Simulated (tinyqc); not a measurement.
Double-gate transistor, scale length and short-channel effects: one step of the calculation.

A body of thickness ts between two insulators of thickness ti and two tied gates. Below threshold the potential that source and drain add obeys Laplace's equation and vanishes on the gate. Its lowest mode decays along the channel as exp(-k y); k is the smallest positive root of the matching condition at the interface, and the scale length is Lambda = pi/k.

Problem. Scan of the matching condition. f(k) = ei cos(k ti) cos(k ts/2) - eps_r sin(k ti) sin(k ts/2).

Parameters, values chosen for the exercise; permittivities: semiconductor close to that of silicon, insulator close to that of silicon dioxide:

| symbol | value | unit | meaning |
|---|---|---|---|
| eps_r | 11.5 |  | relative permittivity of the semiconductor |
| ei | 3.75 |  | relative permittivity of the insulator |
| ti | 2.2 | nm | insulator thickness |
| ts | 9.4 | nm | body thickness |

k, point 0 to 7 (1/nm): 0.02875  0.0575  0.08625  0.115  0.14375  0.1725  0.20125  0.23

Give: f(k).

Solution.

f(k), point 0 to 7: 3.610  3.198  2.529  1.632  0.544  -0.688  -2.013  -3.375

The first change of sign lies between k = 0.14375 and 0.1725 1/nm.

Computed by the program tinyqc: `OMP_NUM_THREADS=1 python tinyqc.py 2420011 2420012 out.jsonl`, one thread of a shared Intel Xeon 2.30GHz, about 0.01 s for the whole run.
